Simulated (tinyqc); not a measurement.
Convergence with the basis: effective-mass impurity with a central-cell term, in a basis of Slater functions. Computed by tinyqc, a small Python program. Command: `OMP_NUM_THREADS=1 python tinyqc.py 3011270 3011271 out.jsonl centralcell walk`. One thread of a shared host (Intel(R) Xeon(R) Processor @ 2.30GHz), about 0.01 s of CPU time with the checks.

The envelope obeys H = -nabla^2 - (2/r) [Z + A exp(-kappa r)] in effective units, with kappa = a*/lambda; positive A deepens the well near the core.

Inputs (values chosen for the exercise, with screening close to that of beta-Ga2O3): effective mass m = 2.36 m_0; dielectric constant eps = 10.1; charge Z of the core = 2; central-cell strength A = -0.64; central-cell range lambda = 0.7 angstrom; smallest exponent zeta_1 = 0.46 1/a*; ratio beta of exponents = 2.7.

Impurity: acceptor, one isotropic band.

Constants: Ry = 13.605693123 eV; a_0 = 0.529177210903 angstrom.

Method:
- Units: Ry* = Ry m/eps^2 and a* = a_0 eps/m, with m in m_0.
- kappa = a*/lambda; the hydrogenic ground state is bound by Z^2 Ry*.
- For s functions exp(-zeta r), with s = zeta_i + zeta_j: S = 2/s^3, T = zeta_i zeta_j S, V = -2 Z/s^2, W = -2 A/(s + kappa)^2; each function is normalised by dividing by sqrt(S_ii S_jj).
- Large basis: zeta_i = 0.06 x 1.6^(i-1), i = 1..22, same formulas; for p functions r exp(-zeta r): S = 24/s^5, T = zeta_i zeta_j S (centrifugal term included), V = -12 Z/s^4, W = -12 A/(s + kappa)^4; overlap eigenvalues below 1e-11 are dropped.
- Binding energies are -E Ry*; the effective quantum number is nu = Z/sqrt(-E); |psi(0)|^2 is given relative to the hydrogenic Z^3/(pi a*^3).
- zeta_i = zeta_1 beta^(i-1), i = 1..n.
- The error is the lowest level above the large-basis value.

kappa = 3.23528 1/a*

Ry* = 314.768 meV

1s binding energy = 1053.03 meV

Error of the 1s level:
```
n  error (meV)  largest exponent (1/a*)
1       549.55               4.6000e-01
2        45.24               1.2420e+00
3        23.32               3.3534e+00
4        16.41               9.0542e+00
5        14.82               2.4446e+01
6        14.38               6.6005e+01
7        14.26               1.7821e+02
8        14.22               4.8118e+02
```

What follows from these numbers?

The error falls from 550 to 14.2 meV. The last function changes it by less than 5 %: it has levelled off, and what remains is set by beta and zeta_1, not by the range of exponents. Caution: the effective Bohr radius is only a few bond lengths, so the envelope approximation is rough.

Extremes, crossings and ranges named in words are read from the listed rows.
